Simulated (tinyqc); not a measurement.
What a faster ramp buys: rapid thermal processing of a wafer: radiative balance, ramp and cooling, pattern effects, pyrometer error and spike budget. Computed by tinyqc, a small Python program. Command: `OMP_NUM_THREADS=1 python tinyqc.py 3111683 3111684 out.jsonl rtp walk`. One thread of a shared host (Intel(R) Xeon(R) Processor @ 2.30GHz), about 0.04 s of CPU time with the checks.

The wafer is opaque and uniform through its thickness unless said otherwise; temperatures in formulas are in kelvin (C + 273.15). sigma = 5.670374419e-12 W/(cm^2 K^4).

Inputs (values chosen for the exercise, modelled on a hot silicon wafer):
```
quantity                                              value         unit
wafer thickness d                                       625   micrometre
heat capacity per volume C                              2.2   J/(cm^3 K)
thermal conductivity k                                 0.29     W/(cm K)
emissivity eps of each face                            0.66            -
reflectivity of the chamber walls r                    0.15            -
gas heat-transfer coefficient h, both faces together   0.74  mW/(cm^2 K)
wall temperature T_w                                    500            K
process temperature                                    1060            C
starting temperature                                    450            C
ramp rate                                               110          K/s
activation energy of the process E_a                      2           eV
```

Constants: k_B = 8.617333262e-05 eV/K.

Method:
- Effective emissivity between parallel grey plates: eps_eff = 1/(1/eps + 1/(1 - r) - 1). Loss per area q(T) = 2 eps_eff sigma (T^4 - T_w^4) + h (T - T_w).
- Absorbed power during a ramp = q(T) + C d x ramp rate; thermal time constant tau = C d/(dq/dT), dq/dT = 8 eps_eff sigma T^3 + h; natural cooling rate q/(C d); front-to-back difference under one-sided heating at the end of the ramp = (absorbed power) d/(2 k).
- Cooling with the lamps off: C d dT/dt = -q(T), integrated adaptively (relative tolerance 1e-10).
- Spike anneal: linear ramp to the peak, then lamps off. Equivalent time at the peak = int exp(-(E_a/k_B)(1/T - 1/T_peak)) dt; estimate (k_B T^2/E_a)(1/ramp rate + 1/cooling rate). The ramp part uses 4000 trapezoid steps, the cooling part 4000 steps over 4 tau.

time constant tau = 2.13914 s

holding power q = 21.3740 W/cm^2

natural cooling rate = 155.448 K/s

Against the ramp rate:
```
ramp (K/s)  ramp part (s)  cooling part (s)  total (s)  power at the peak (W/cm^2)
10                 6.9023           0.55321     7.4555                       22.75
25                 2.7609           0.55321     3.3141                       24.81
50                 1.3805           0.55321     1.9337                       28.25
100                0.6902           0.55321     1.2434                       35.12
250                0.2761           0.55321     0.8293                       55.75
500                0.1380           0.55321     0.6913                       90.12
1000               0.0690           0.55321     0.6222                      158.87
```

What follows from these numbers?

From 10 to 100 K/s the total falls by a factor 6.0, from 100 to 1000 K/s by 2.00: the cooling part, 0.553 s, is a floor, and the natural cooling rate here is 155 K/s.

Extremes, crossings and ranges named in words are read from the listed rows.
